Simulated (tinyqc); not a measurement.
Implant damage, amorphisation by cascade overlap, and solid-phase epitaxial regrowth: one step, computed by the program tinyqc. Command: `OMP_NUM_THREADS=1 python tinyqc.py 3110560 3110561 out.jsonl sper walk`. One thread of a shared host (Intel(R) Xeon(R) Processor @ 2.30GHz), about 0.01 s of CPU time with the checks.

Range and width of the damage are inputs. Dynamic annealing enters only through the surviving share f.

Question. The amorphous layer. Displaced share x(z) = f nu Q exp(-(z - R_d)^2/(2 s_d^2))/(sqrt(2 pi) s_d N); the layer is amorphous where x > x_c, between R_d -/+ s_d sqrt(2 ln(x_max/x_c)), the upper edge being cut at the surface. Threshold dose Q_c = Q x_c/x_max.

Inputs (values chosen for the exercise, modelled on phosphorus ions in silicon):
```
quantity                           value    unit
atomic density N                    49.9  1/nm^3
depth of the damage peak R_d          33      nm
width of the damage profile s_d       18      nm
share of defects that survive f     0.98       -
critical displaced share x_c        0.16       -
dose Q                           6.3e+14  1/cm^2
```

displacements per ion nu = 714.7202

Give: peak displaced share x_max; threshold dose Q_c; upper edge; lower edge.

Answer.

peak displaced share x_max = 1.960

threshold dose Q_c = 5.143e+13 1/cm^2

upper edge = 0 nm

lower edge = 73.29 nm

The layer reaches the surface. Caution: x above 1 counts atoms displaced more than once.
